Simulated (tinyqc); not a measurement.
# Insulator thickness and V0 from two charges

Question. In an undoped wire Vg - V0 = Q/Cox + Vt ln(Q/Q0) + Vt ln(1 + Q/Q0) at the source, with Q0 = 4 eps0 eps_r Vt/R and Cox = eps0 eox/(R ln(1 + tox/R)). Find Cox, tox and V0.

Parameters, values chosen for the exercise; material values close to those of gallium arsenide:
- T = 300 K (temperature)
- eps_r = 12.7 (relative permittivity of the semiconductor)
- eox = 22.9 (relative permittivity of the gate insulator)
- R = 3 nm (wire radius)

Constants: q = 1.602176634e-19 C, kB = 1.380649e-23 J/K, Vt = kB T/q, eps0 = 8.8541878128e-14 F/cm where lengths are in cm. Results are converted to the units shown.

Qs at Vg = 1.23 and 1.63 V (nC/cm^2): [968.38041, 2412.4276]

Answer. The two equations are linear in 1/Cox and V0; tox follows by inverting the logarithm.

Cox = 4.04 uF/cm^2
tox = 13.0 nm
V0 = 0.934 V

Program tinyqc, `OMP_NUM_THREADS=1 python tinyqc.py 2460099 2460100 out.jsonl`; Intel Xeon 2.30GHz, shared host, one thread, about 0.02 s.
